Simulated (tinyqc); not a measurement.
## Index and thickness from Psi and Delta

Problem. Air (index 1), film, substrate with N2 = n2 - i k2; time factor exp(+i w t). q_j = sqrt(N_j^2 - sin^2 th), root with positive real part. Fresnel coefficients r_s = (q_a - q_b)/(q_a + q_b), r_p = (N_b^2 q_a - N_a^2 q_b)/(N_b^2 q_a + N_a^2 q_b). tan(Psi) exp(i Delta) = R_p/R_s, Delta taken from 0 to 360 degrees. beta = 2 pi d q1/lam, X = exp(-2 i beta), R = (r01 + r12 X)/(1 + r01 r12 X) for p and s. The film is transparent, with 1.15 < n1 < 2.9 and d under half a period. Find n1, d and the period.

Values chosen for this exercise:
```
symbol  value     unit                                  meaning
lam     632.8       nm                               wavelength
th         75  degrees                       angle of incidence
n2      3.882                            index of the substrate
k2      0.019           extinction coefficient of the substrate
```

Psi = 25.457979 degrees
Delta = 68.003399 degrees

Solution. Two measured angles fix two unknowns; a search from many starts finds one solution in the range given. Thicker films with d plus a multiple of the period give the same angles.

n1 = 1.451
d = 55.00 nm
period = 292.2 nm

Numbers from tinyqc (`OMP_NUM_THREADS=1 python tinyqc.py 2870165 2870166 out.jsonl`; about 0.3 s on one thread of a shared Intel Xeon 2.30GHz).
